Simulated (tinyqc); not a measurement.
Electron mobility of a polar semiconductor by Rode's iterative solution of the Boltzmann equation: one step, computed by the program tinyqc. Command: `OMP_NUM_THREADS=1 python tinyqc.py 3004642 3004643 out.jsonl rode walk`. One thread of a shared host (Intel(R) Xeon(R) Processor @ 2.30GHz), about 0.01 s of CPU time with the checks.

The distribution is f(E) + e F l(E) (-df/dE) cos(theta) for a weak field F, theta counted from the force; l(E) is a mean free path. Elastic processes enter by their momentum rate, polar optical phonons by out- and in-scattering terms. One valley only: where upper valleys lie close, measured mobilities are lower. The density n is prescribed, even where a narrow-gap material would have more intrinsic carriers.

Problem. Rates on one ladder of the grid. Kane band: hbar^2 k^2/(2 m) = E (1 + alpha E), speed v = hbar k/(m (1 + 2 alpha E)), states per spin, volume and energy g(E) = m k (1 + 2 alpha E)/(2 pi^2 hbar^2); overlap factors are set to 1. Masses are multiplied by m_0 and all formulas are in SI units. Phonon occupation N_q = 1/(exp(hbar w/(k_B T)) - 1). Acoustic deformation potential (elastic, equipartition, absorption and emission together): 1/tau = 2 pi k_B T D_A^2 g(E)/(hbar rho v_l^2). Piezoelectric (elastic, unscreened, momentum relaxation): 1/tau = e^2 K^2 k_B T m (1 + 2 alpha E)/(2 pi eps_s eps_0 hbar^3 k), with alpha = 0 for a parabolic band. Singly charged impurities, momentum relaxation: 1/tau = N_I e^4 m (1 + 2 alpha E) Phi/(8 pi (eps_s eps_0)^2 hbar^3 k^3), with alpha = 0 for a parabolic band. Brooks-Herring: Phi = ln(1 + b) - b/(1 + b), b = 4 k^2 L_s^2. Polar optical, unscreened: W = e^2 w (1/eps_inf - 1/eps_s) m (1 + 2 alpha E') ln|(k + k')/(k - k')| / (4 pi eps_0 hbar^2 k), times N_q for absorption (E' = E + hbar w) and N_q + 1 for emission (E' = E - hbar w > 0), with alpha = 0 for a parabolic band; mean cosine of the angle <cos> = (k^2 + k'^2)/(2 k k') - 1/ln|(k + k')/(k - k')|. Energy grid E_j = (j + 1/2) hbar w/s, j = 0, 1, ..., up to (max(eta, 0) + 18) k_B T, so that E_j +/- hbar w are grid points; l = 0 beyond the grid; integrals are sums times the spacing. With f' = f(E'): out-scattering S_o = sum over absorption and emission of W (1 - f')/(1 - f); nu = sum of elastic rates; the in-scattering weights are c+ = W_abs <cos> (1 - f')/(1 - f) for E' = E + hbar w and c- likewise for emission.

Inputs (values chosen for the exercise, for a model polar semiconductor):
```
quantity,value,unit
effective mass m,0.5,m_0
non-parabolicity alpha,0.087,1/eV
static permittivity eps_s,15.5,-
high-frequency permittivity eps_inf,14.1,-
density rho,4060,kg/m^3
sound velocity v_l,3270,m/s
acoustic deformation potential D_A,12,eV
optical phonon energy hbar w,30.7,meV
piezoelectric coupling K,0.051,-
temperature T,500,K
grid points per phonon energy s,8,-
```

Band: Kane. Elastic processes: acoustic, piezoelectric, impurity.

reduced Fermi level eta = -2.401741

ionised impurity density N_I = 3.374627e+18 1/cm^3

screening length L_s = 4.730500 nm

Constants: k_B = 8.617333262e-05 eV/K; k_B = 1.380649e-23 J/K; e = 1.602176634e-19 C; hbar = 1.054571817e-34 J s; m_0 = 9.1093837015e-31 kg; eps_0 = 8.8541878128e-12 F/m; hbar = 6.582119569e-16 eV s.

Give: Points j = s/2, s/2 + s, ... (the first seven rungs, or as many as the grid holds), rates in 1e12/s.

Solution.

Points j = s/2, s/2 + s, ... (the first seven rungs, or as many as the grid holds), rates in 1e12/s:
```
E (meV),v (m/s),nu,S_o,c+,c-
17.3,1.100e+05,70.8,8.20,3.372,0.000
48.0,1.826e+05,69.8,16.74,4.060,3.863
78.7,2.329e+05,81.5,18.10,4.172,6.234
109.4,2.735e+05,93.4,17.97,4.166,7.064
140.1,3.083e+05,104.7,17.59,4.125,7.404
170.8,3.391e+05,115.3,17.16,4.072,7.541
201.5,3.669e+05,125.4,16.74,4.017,7.583
```

Points one phonon energy apart are coupled only to each other, so the grid falls into s independent ladders.
